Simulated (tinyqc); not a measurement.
Worked calculation: equilibrium and kinetic segregation of a solute to boundaries and growing surfaces. Computed by tinyqc, a small Python program that keeps every step. Command: `OMP_NUM_THREADS=1 python tinyqc.py 3010556 3010557 out.jsonl segreg walk`. One thread of a shared host (Intel(R) Xeon(R) Processor @ 2.30GHz), about 0.01 s of CPU time with the checks. Intermediate numbers are printed to about 6 digits and carried at full precision; extremes and crossings named in words are read from the listed rows.

Inputs (values chosen for the exercise, for a model alloy):
```
quantity                          value          unit
segregation energy Q              0.684            eV
total solute fraction x0        0.00013             -
temperature T                      1200             K
grain size d                         80            nm
boundary thickness delta           0.66            nm
atomic volume Omega                20.8    angstrom^3
clean boundary energy gamma_0      0.56         J/m^2
bulk diffusivity D              1.1e-18         m^2/s
anneal time t                        87             s
exchange barrier E_b               1.99            eV
surface segregation energy E_s     0.22            eV
growth temperature T_g              650             K
growth rate                         3.7  monolayers/s
```

Isotherm: Langmuir-McLean.

Constants: k_B = 8.617333262e-05 eV/K; 1 eV/angstrom^2 = 16.02176634 J/m^2.

## Coverage for very large grains

With theta the solute fraction on boundary sites and x that in the grains, theta/(1 - theta) = [x/(1 - x)] exp[Q/(k_B T)]. The coverage theta_inf is that for x = x0.

coverage theta_inf = 0.0884047

## Depletion of small grains

Finite grains: boundary sites are the fraction f = 3 delta/d, and x0 = (1 - f) x + f theta; solve both equations for theta; share at boundaries = f theta/x0.

site fraction f = 0.02475

coverage theta = 0.00498771

fraction x left in the grains = 6.72042e-06

share of solute at boundaries = 94.9584 %

enrichment theta/x = 742.173

95 % of the solute sits at boundaries; for a dopant that share is electrically lost. The supply limits the coverage, which stays well below theta_inf.

## Boundary energy

Gibbs adsorption for this isotherm in a dilute matrix: gamma = gamma_0 + Gam_0 [k_B T ln(1 - theta)], Gam_0 = delta/Omega sites per area.

Gam_0 = 31.7308 1/nm^2

boundary energy gamma = 0.557371 J/m^2

Segregation lowers gamma by 0.47 %, and the driving force of grain growth with it.

## How fast the boundary fills

McLean kinetics from a uniform start, fed from both sides, with a constant enrichment beta = theta_inf/x0: (theta - x0)/(theta_inf - x0) = 1 - exp(s^2) erfc(s), s = 2 sqrt(D t)/(beta delta); half filling at s = 0.7691, t = (0.7691 beta delta/2)^2/D. D is an input and does not follow T.

s = 0.0435923

degree of filling = 0.0473489

time to half filling = 27081.0 s

diffusion length sqrt(D t) = 9.78264 nm

Caution: half of theta_inf exceeds the equilibrium coverage of grains of this size, so half filling is never reached in them. Caution: by the time of half filling the diffusion length reaches across the grain, so the real time is longer or half filling is never reached.

## Segregation at a growing surface

Two-state exchange during growth, dilute: jump up r_u = nu exp(-E_b/(k_B T_g)), jump back r_d = r_u exp(-E_s/(k_B T_g)), nu = 1e13 1/s. In the time 1/R of one monolayer the share carried up is p = [r_u/(r_u + r_d)] [1 - exp(-(r_u + r_d)/R)]; the tail decays as p^n, length -1/ln p monolayers; the equilibrium limit has p = r_u/(r_u + r_d).

r_u = 0.00371985 1/s

r_d = 7.32410e-05 1/s

share carried up p = 0.00100485

decay length = 0.144866 monolayers

Exchange is slow against growth: the kinetically limited regime, where cooling or faster growth sharpens the profile.

## Tail length against growth temperature

The formulas are those given above.

Exchange model:
```
T_g (K)        r_u/R         p  length (monolayers)  equilibrium limit
694      9.56227e-03  0.009516               0.2148            40.0915
742      8.23023e-02  0.078904               0.3938            31.7059
783      4.19920e-01  0.340344               0.9278            26.5602
823      1.76076e+00  0.804980               4.6096            22.7400
855      5.03255e+00  0.947120              18.4063            20.3014
887      1.33342e+01  0.946759              18.2780            18.2783
936      5.21057e+01  0.938633              15.7902            15.7902
1008     3.03554e+02  0.926405              13.0815            13.0815
1129     3.53651e+03  0.905620              10.0872            10.0872
```

The length peaks among these rows at 855 K with 18.4 monolayers. Below, exchange freezes (r_u/R = 0.0096 in the first row); above, the length follows the equilibrium limit, about exp(E_s/(k_B T)), down to 10.1.

## Coverage against grain size

The formulas are those given above.

At T:
```
d (nm)      theta  x in the grains  share at boundaries (%)
15      0.0009762      1.31010e-06                  99.1253
30      0.0019330      2.59649e-06                  98.1345
60      0.0037899      5.10041e-06                  96.2061
120     0.0072918      9.84772e-06                  92.5498
250     0.0140253      1.90706e-05                  85.4465
500     0.0243961      3.35242e-05                  74.3143
1000    0.0385572      5.37632e-05                  58.7256
5000    0.0707288      1.02032e-04                  21.5451
```

From the largest grains to the smallest the share at boundaries rises from 22 to 99 %, and x/x0 falls to 0.010. In the dilute limit x/x0 = 1/(1 - f + f exp(Q/(k_B T))), which gives 0.010 at 15 nm.

Checks made by the program: mass balance (relative difference below 1e-10).
